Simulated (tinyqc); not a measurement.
Tunnelling through a two-layer gate stack, WKB transmission and Tsu-Esaki current: effect of temperature.

Electrons leave the emitter at x = 0. Energies E (motion across the layers) are in eV from the emitter Fermi level; the collector Fermi level lies at -V and offers states at every E. No charge in the dielectric and no image force: F1 = V/(t1 + t2 eps1/eps2), F2 = F1 eps1/eps2; U = phi1 - F1 x in layer 1 and phi2 - F1 t1 - F2 (x - t1) in layer 2. With C = hbar^2/(2 m0), kappa = sqrt(m (U - E)/C) where U > E and 0 elsewhere; T(E) = exp(-S), S = 2 times the integral of kappa over x.

Each layer adds (2/F) sqrt(m/C) [G(u at its left edge) - G(u at its right edge)] to S, with u = U - E (0 where negative) and G(u) = (2/3) u^1.5. J = J0 times the integral of T(E) N(E) dE, N = ln[(1 + exp(-E/Vt))/(1 + exp((-E - V)/Vt))], J0 = q^2 me m0 kB T/(2 pi^2 hbar^3) (times 1e-4 for A/cm^2 per eV), from E = -Ef to far above the barrier (T = 1 there), by quadrature converged to the digits shown.

Inputs (values chosen for the exercise); layer 1 close to silicon dioxide, layer 2 close to hafnium oxide:

| symbol | value | unit | meaning |
|---|---|---|---|
| Ef | 0.26 | eV | Fermi energy of the emitter above its band bottom |
| me | 0.22 | m0 | emitter mass in the supply function |
| phi1 | 3.2 | eV | barrier of layer 1 above the emitter Fermi level at zero bias |
| m1 | 0.52 | m0 | tunnelling mass of layer 1 |
| t1 | 0.8 | nm | thickness of layer 1 |
| eps1 | 4 |  | relative permittivity of layer 1 |
| phi2 | 1.47 | eV | barrier of layer 2 at zero bias |
| m2 | 0.19 | m0 | tunnelling mass of layer 2 |
| t2 | 3.7 | nm | thickness of layer 2 |
| eps2 | 21.3 |  | relative permittivity of layer 2 |
| V | 1.1 | V | voltage across the dielectric |

Constants: q = 1.602176634e-19 C, kB = 1.380649e-23 J/K, hbar = 1.054571817e-34 J s, m0 = 9.1093837015e-31 kg, Vt = kB T/q, hbar^2/(2 m0) = 0.0380998212 eV nm^2. Results are converted to the units shown.

Effect of temperature:
```
T (K),J (A/cm^2),mean E of the current (eV)
50,0.002049,-0.1250
100,0.002081,-0.1230
200,0.002218,-0.1147
300,0.002478,-0.09936
400,0.002940,-0.07132
500,0.004008,0.009710
600,0.008378,0.2543
750,0.05999,0.6044
```

Between 50 and 300 K the current changes by a factor of 1.21, and between 300 and 750 K by 24.2; the mean energy of the current rises from -0.125 to 0.604 eV. The transmission grows by a factor e over d = 0.0805 eV near E = 0, equal to kB T/q at 935 K: far below that temperature the thermal tail adds little.

Numbers from tinyqc (`OMP_NUM_THREADS=1 python tinyqc.py 2540108 2540109 out.jsonl`; about 0.05 s on one thread of a shared Intel Xeon 2.30GHz).
